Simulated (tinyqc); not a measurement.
Stretching all distances: RHF, UHF, MP2, CISD and CCSD against full CI in the sto-3g basis, for H3+, spin multiplicity 1. Computed by the program tinyqc with PySCF. All coordinates are multiplied by the scale. c0^2 is the weight of the RHF determinant in the lowest singlet FCI state (UHF is spin-contaminated and may lie near states of higher spin) and n(LUMO) the first natural occupation beyond the occupied space.

Geometry (angstrom):
```
atom,x,y,z
H,0.0000,0.0000,0.0000
H,0.0000,0.0000,0.8510
H,0.0000,0.7820,-0.3350
```

Full CI energy (hartree) and errors against it (kcal/mol):
```
scale,distance 1-2 (angstrom),E(FCI),RHF,UHF,MP2,CISD,CCSD,<S^2> UHF,c0^2,n(LUMO)
0.880,0.749,-1.22672,15.001,15.001,4.542,0.000,0.000,0.000,0.984,0.026
1.140,0.970,-1.24320,20.286,20.286,6.437,0.000,0.000,0.000,0.971,0.046
1.390,1.183,-1.19993,26.901,26.376,8.612,0.000,0.000,0.135,0.952,0.074
1.640,1.396,-1.14241,35.662,25.667,11.190,0.000,0.000,0.514,0.923,0.114
1.900,1.617,-1.08599,47.307,20.926,13.951,0.000,0.000,0.734,0.881,0.168
2.150,1.830,-1.04195,60.358,16.274,15.672,0.000,0.000,0.852,0.831,0.229
2.410,2.051,-1.00786,74.509,12.525,14.965,0.000,0.000,0.921,0.780,0.294
2.660,2.264,-0.98459,87.353,9.297,10.689,0.000,0.000,0.968,0.738,0.348
2.920,2.485,-0.96771,99.054,6.395,2.034,0.000,0.000,0.987,0.705,0.393
```

What does the comparison show, and why?

UHF parts from RHF first at scale 1.39 of those listed, where <S^2> leaves zero. The weight c0^2 goes from 0.98 to 0.70 and n(LUMO) from 0.03 to 0.39: static correlation grows as the bonds break into open-shell fragments. The spread of the error along the curve, which distorts its shape, is CISD 0.0, CCSD 0.0, MP2 13.6, UHF 20.0, RHF 84.1 kcal/mol. With two electrons CISD and CCSD are exact.
